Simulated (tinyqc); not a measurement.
# Depth and level of a trap from the time ratio

Inverse problem. For an oxide trap tc/te = exp(E/Vt) with E = E0 - dpsi - (xt/tox)(Vg - VT - dpsi), dpsi being the rise of the surface potential above its value at threshold. Find xt and E0, and the depth that would be read if dpsi were ignored.

Parameters, values chosen for the exercise:

| symbol | value | unit | meaning |
|---|---|---|---|
| T | 300 | K | temperature |
| tox | 1.6 | nm | insulator thickness |

Constants: q = 1.602176634e-19 C, kB = 1.380649e-23 J/K, Vt = kB T/q. Results are converted to the units shown.

Vg - VT (V): 0.03  0.18
tc/te: 3.2216008  0.12944510
dpsi (V): 0.012563922  0.048688296

Answer. E + dpsi is a straight line in the oxide voltage Vg - VT - dpsi with slope -xt/tox and intercept E0. Ignoring dpsi assigns the motion of the bands to the trap and overstates its depth.

xt = 0.6600 nm
E0 = 0.05000 eV
depth read without dpsi = 0.8864 nm

tinyqc, about 0.01 s, one thread, Intel Xeon 2.30GHz (shared host): `OMP_NUM_THREADS=1 python tinyqc.py 2710043 2710044 out.jsonl`
